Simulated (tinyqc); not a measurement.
RKS/PBE0 in the 3-21g basis, for H3+, spin multiplicity 1, step by step. One step of it, computed by the program tinyqc.

Question. Orthogonalisation. S = U s U^T; symmetric (Loewdin) form X = U s^(-1/2) U^T, so that X^T S X = 1.

overlap S, order 1H 1s, 1H 2s, 2H 1s, 2H 2s, 3H 1s, 3H 2s:
$$\begin{pmatrix}
1.000000 & 0.645899 & 0.358456 & 0.461072 & 0.358456 & 0.461072 \\
0.645899 & 1.000000 & 0.461072 & 0.815348 & 0.461072 & 0.815348 \\
0.358456 & 0.461072 & 1.000000 & 0.645899 & 0.021006 & 0.167884 \\
0.461072 & 0.815348 & 0.645899 & 1.000000 & 0.167884 & 0.441949 \\
0.358456 & 0.461072 & 0.021006 & 0.167884 & 1.000000 & 0.645899 \\
0.461072 & 0.815348 & 0.167884 & 0.441949 & 0.645899 & 1.000000
\end{pmatrix}$$

Give: eigenvalues of S; X.

Answer.

eigenvalues of S: [0.0341, 0.2462, 0.4590, 0.5597, 1.2908, 3.4102]

X, order 1H 1s, 1H 2s, 2H 1s, 2H 2s, 3H 1s, 3H 2s:
$$\begin{pmatrix}
1.2948 & -0.6155 & -0.1286 & 0.1141 & -0.1286 & 0.1141 \\
-0.6155 & 3.6201 & -0.0257 & -1.5355 & -0.0257 & -1.5355 \\
-0.1286 & -0.0257 & 1.2643 & -0.4574 & 0.0453 & 0.0620 \\
0.1141 & -1.5355 & -0.4574 & 2.1118 & 0.0620 & 0.4354 \\
-0.1286 & -0.0257 & 0.0453 & 0.0620 & 1.2643 & -0.4574 \\
0.1141 & -1.5355 & 0.0620 & 0.4354 & -0.4574 & 2.1118
\end{pmatrix}$$
